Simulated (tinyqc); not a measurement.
What each parameter does: zigzag graphene nanoribbon in tight binding.

A zigzag ribbon of N chains, sites A1, B1, A2, ..., BN across it. For each k it is a chain with bonds -2t cos(k/2) (A_n to B_n) and -t (B_n to A_(n+1)), and +D, -D on A and B. A1 and BN are the edge sites; the Dirac points project to k = 2 pi/3.

Inputs chosen for the exercise (near those used for graphene; not measured data): t = 2.88 eV (hopping); N = 3 (zigzag chains); D = 0 eV (sublattice potential, +D on A and -D on B); k = 2.48 (k times the period sqrt3 acc).

The two lowest positive levels at k and the weight on the two edge sites per state of the middle pair. Each row changes one parameter from the base and keeps the others.

Results:
```
case          lowest (eV)  next (eV)  edge weight
base               0.5238     2.9256       0.6960
t = 3.024 eV       0.5500     3.0719       0.6960
N = 4              0.3181     2.3717       0.6398
D = 0.1 eV         0.5333     2.9273       0.6960
k = 2.38           0.7063     3.0781       0.6461
```

The largest shifts from the base row, up to three for each result and ties (the steps differ in size, so this ranks the rows, not the parameters). lowest (eV): N -0.2057, k +0.1825, t +0.0262. next (eV): N -0.5539, k +0.1525, t +0.1463. edge weight: N -0.0562, k -0.0498; unchanged at the printed digits by t and D.

(tinyqc, `OMP_NUM_THREADS=1 python tinyqc.py 1480471 1480472 out.jsonl`, Intel(R) Xeon(R) Processor @ 2.30GHz, 1 thread, shared host, about 0.01 s.)
